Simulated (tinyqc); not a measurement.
# X-ray reflectivity of a thin film on silicon: critical angles, Parratt recursion, fringes and roughness, step by step

A worked calculation. Computed by tinyqc, a small Python program that keeps every step. Command: `OMP_NUM_THREADS=1 python tinyqc.py 3121332 3121333 out.jsonl xrr walk`. One thread of a shared host (Intel(R) Xeon(R) Processor @ 2.30GHz), about 0.01 s of CPU time with the checks. Intermediate numbers are printed to about 6 digits and carried at full precision; extremes and crossings named in words are read from the listed rows.

n = 1 - delta + i beta; the classical electron radius is r_e = 2.8179403e-6 nm. Layer 0 is vacuum, 1 the film, 2 the substrate.

Inputs (values chosen for the exercise, modelled on HfO2 on silicon, copper K-alpha radiation):
```
quantity                                        value     unit
wavelength lambda                             0.15406       nm
film density rho                                 9.74   g/cm^3
effective electrons per unit mass, film         0.414    mol/g
beta/delta, film                                0.082        -
film thickness d                                 31.1       nm
roughness of the surface sigma_1                 0.61       nm
roughness of the interface sigma_2                0.7       nm
substrate density                                2.33   g/cm^3
effective electrons per unit mass, substrate    0.507    mol/g
beta/delta, substrate                           0.023        -
grazing angle theta                             0.984  degrees
```

Constants: N_A = 6.02214076e+23 1/mol.

## Optical constants

delta = r_e lambda^2 rho_e/(2 pi), rho_e = density x electrons per mass x N_A; critical angle sqrt(2 delta), q_c = 4 sqrt(pi r_e rho_e).

Constants:
```
layer      rho_e (1/nm^3)        delta         beta  critical angle (degrees)  q_c (1/nm)
film              2428.34  2.58489e-05  2.11961e-06                  0.411963    0.586484
substrate          711.40  7.57263e-06  1.74170e-07                  0.222977    0.317437
```

The film is denser in electrons than the substrate, and thick enough to set the edge of total reflection.

## Critical angle of the film

The formulas are those given above.

critical angle of the film = 0.411963 degrees

## Reflectivity at one angle

k_j = (2 pi/lambda) sqrt(sin^2 theta - 2 delta_j + 2 i beta_j); r_ij = (k_i - k_j)/(k_i + k_j) x exp(-2 k_i k_j sigma^2) (Nevot-Croce); r = (r_01 + r_12 p)/(1 + r_01 r_12 p), p = exp(2 i k_1 d); R = |r|^2.

k_0, k_1, k_2 (1/nm): 0.700392  0.636073+0.005543i  0.682171+0.000425i

1000 r_01 = 34.5237-3.2200i

1000 r_12 = -22.8340+2.7318i

p = -0.205160+0.678030i

reflectivity R = 0.00176636

q = 4 pi sin(theta)/lambda = 1.40078 1/nm

## Fringe period, contrast and decay

Far above the critical angle the period is d theta = lambda/(2 d), or 2 pi/d in q; the envelope runs between (|r_01| - |r_12 p|)^2 and (|r_01| + |r_12 p|)^2; contrast = 2 a b/(a^2 + b^2) with a = |r_01|, b = |r_12 p|; roughness factors on the amplitudes are about exp(-q^2 sigma^2/2).

period in theta = 0.141913 degrees

period in q = 0.202032 1/nm

contrast = 0.769748

roughness factor, surface = 0.694151

roughness factor, interface = 0.618327

## Thickness from the minima

Minima of R theta^4 are located on 6001 points over 7.5 periods, from 1.15 times the larger critical angle. With refraction, sin^2(theta_m) = 2 delta + m^2 (lambda/(2 d))^2, m integer or half-integer; the first six minima are used, and the first order is the one that minimises the largest residual of the least-squares line plus the distance of its intercept from 2 delta. Without refraction, d = lambda/(2 x mean step of sin theta).

Minima:
```
order m  theta (degrees)  sin^2 theta
2                0.50179  7.66973e-05
3                0.59350  1.07294e-04
4                0.70224  1.50211e-04
5                0.82127  2.05444e-04
6                0.94668  2.72976e-04
7                1.07618  3.52754e-04
```

d with refraction = 31.0982 nm

d without refraction = 38.4226 nm

Against d = 31.1 nm the errors are -0.01 % with and +23.55 % without refraction. The orders are integers, as r_01 and r_12 have opposite signs for a film denser than the substrate.

## Which roughness does what

R is averaged over one period above each angle (64 points); contrast = (max - min)/(max + min) of R theta^4 over that period. Cases: smooth; only sigma_1; only sigma_2; both.

Mean R and contrast:
```
theta (degrees)    R smooth  contrast   R, sigma_1  contrast, sigma_1   R, sigma_2  contrast, sigma_2      R, both  contrast, both
0.8              0.00458345  0.771877  3.06660e-03           0.890820  4.24490e-03           0.621962  2.70651e-03        0.752213
1.2              0.00096648  0.848790  4.55931e-04           0.996207  8.07798e-04           0.505565  2.86134e-04        0.788143
1.8              0.00022334  0.884868  7.31837e-05           0.754648  1.61782e-04           0.227371  1.53231e-05        0.745235
2.5              0.00006164  0.902129  1.76285e-05           0.271311  4.30169e-05           0.053021  3.71691e-07        0.633863
3.5              0.00001632  0.913725  4.81475e-06           0.027034  1.13551e-05           0.003005  8.82907e-10        0.466155
```

At 2.5 degrees sigma_1 alone multiplies the mean R by 0.29 and sigma_2 alone by 0.70; the contrast goes from 0.90 (smooth) to 0.27 and 0.05.

Checks made by the program: smooth bare substrate far above q_c against (q_c/2q)^4 (relative difference 1e-03).
